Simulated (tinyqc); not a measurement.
Thermal and gravitational stress in a wafer during furnace and rapid thermal processing, and the onset of slip: one step, computed by the program tinyqc. Command: `OMP_NUM_THREADS=1 python tinyqc.py 3017670 3017671 out.jsonl slip walk`. One thread of a shared host (Intel(R) Xeon(R) Processor @ 2.30GHz), about 0.01 s of CPU time with the checks.

A thin free disc in plane stress, isotropic; T(r) = T_centre + dT (r/R)^n with n = 2. Stress is positive in tension; sigma_SB = 5.670374419e-8 W/(m^2 K^4), g = 9.80665 m/s^2.

Task: Ramp rate in a batch furnace. Critical resolved stress tau_c = A exp(U/(k_B T)), a form chosen for the exercise; slip when 0.492799 |s_tt(R)| > tau_c; allowed |dT| = tau_c (n + 2)/(0.492799 n alpha E). In a stack heated from the rim, heat flows inward by conduction and by radiation between wafers: k_eff = k + (16/3) sigma_SB T^3 s^2/t (a diffusion estimate with the spacing as path length). A steady ramp gives the parabolic lag dT = rho c (ramp) R^2/(4 k_eff); the allowed ramp uses n = 2.

Inputs (values chosen for the exercise, for a model wafer):
```
quantity,value,unit
wafer radius R,100,mm
thickness t,725,micrometre
Young's modulus E,160,GPa
expansion alpha,4.41,1e-6/K
temperature T,1075,K
prefactor A of the critical stress,0.00059,MPa
energy U of the critical stress,1.06,eV
density rho,2330,kg/m^3
heat capacity c,988,J/(kg K)
conductivity k,26.2,W/(m K)
wafer spacing s,14,mm
ramp rate,6,K/min
```

Constants: k_B = 8.617333262e-05 eV/K.

Give: k_eff; lag of the centre; allowed ramp rate.

Result:

k_eff = 127.8 W/(m K)

lag of the centre = 4.504 K

allowed ramp rate = 421.3 K/min

Radiation carries 79 % of the inward flow. The ramp is 0.01 of the allowed one.
